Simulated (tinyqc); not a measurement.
Modulation-doped quantum well, Poisson-Schroedinger loop: effect of the barrier height.

A well of width L centred at z = 0 between barriers Vb; effective-mass electrons, parabolic bands. The electrons come from donor sheets outside the mesh, a share fL of Ns on the left and the rest on the right, so the structure is neutral. Energies are counted from the band edge of the well, with U = 0 on the first node in the Hartree part.

Schroedinger equation -C d/dz (1/m) dpsi/dz + (V0 + U) psi = E psi, C = hbar^2/(2 m0), on a fine mesh (400 intervals across the well) with hard walls 4.51 nm outside the well edges (to within half a fine step); the lowest 2 levels are kept. V0 = 0 in the well and Vb outside, plus q Fz z (1 kV/cm = 1e-4 eV/nm). N_k = D Vt ln(1 + exp((EF - E_k)/Vt)), D = md m0 q/(pi hbar^2), sum N_k = Ns; n = sum N_k |psi_k|^2. dU/dz = q (fL Ns - integral of n from the left)/(eps0 eps_r). The loop is converged to 1e-9 eV; shares under 0.001 % are printed as 0.

Parameters, values chosen for the exercise; material values those of a made-up well:

| symbol | value | unit | meaning |
|---|---|---|---|
| T | 20 | K | temperature |
| mw | 0.0724 | m0 | mass along z in the well |
| mb | 0.113 | m0 | mass along z in the barriers |
| md | 0.0661 | m0 | in-plane mass |
| eps_r | 10.4 |  | relative permittivity (all layers) |
| L | 8.2 | nm | well width |
| Ns | 7.1e11 | cm^-2 | sheet density of electrons |
| fL | 1 |  | share of the donors on the left side |
| Fz | 0 | kV/cm | applied field along z |

Constants: q = 1.602176634e-19 C, kB = 1.380649e-23 J/K, hbar = 1.054571817e-34 J s, m0 = 9.1093837015e-31 kg, Vt = kB T/q, eps0 = 8.8541878128e-14 F/cm where lengths are in cm, hbar^2/(2 m0) = 0.0380998212 eV nm^2. Results are converted to the units shown.

The same in every row: EF - E1 (meV) = 25.7; share of E2 (%) = 0.

Result of one run:

| Vb (eV) | E2 - E1 (meV) | centroid (nm) | charge in the barriers (%) | range of U in the well (meV) |
|---|---|---|---|---|
| 0.45 | 127 | -0.348 | 2.73 | 46.4 |

What becomes of these results when the barrier height Vb is changed from 0.45 to 0.28 eV, all else the same?

Result of the changed run:

| Vb (eV) | E2 - E1 (meV) | centroid (nm) | charge in the barriers (%) | range of U in the well (meV) |
|---|---|---|---|---|
| 0.28 | 110 | -0.455 | 4.77 | 45.2 |

The whole series:

| Vb (eV) | E2 - E1 (meV) | centroid (nm) | charge in the barriers (%) | range of U in the well (meV) |
|---|---|---|---|---|
| 0.23 | 103 | -0.517 | 5.95 | 44.5 |
| 0.28 | 110 | -0.455 | 4.77 | 45.2 |
| 0.34 | 117 | -0.405 | 3.81 | 45.8 |
| 0.4 | 123 | -0.370 | 3.14 | 46.2 |
| 0.45 | 127 | -0.348 | 2.73 | 46.4 |

As Vb goes from 0.23 to 0.45, E2 - E1 rises from 103 to 127 meV, EF - E1 stays at 25.7 meV and the share of E2 stays at 0 %. EF stays below E2 throughout. The share of charge in the barriers falls from 5.95 to 2.73 %.

Program tinyqc, `OMP_NUM_THREADS=1 python tinyqc.py 2140060 2140061 out.jsonl`; Intel Xeon 2.30GHz, shared host, one thread, about 0.1 s.
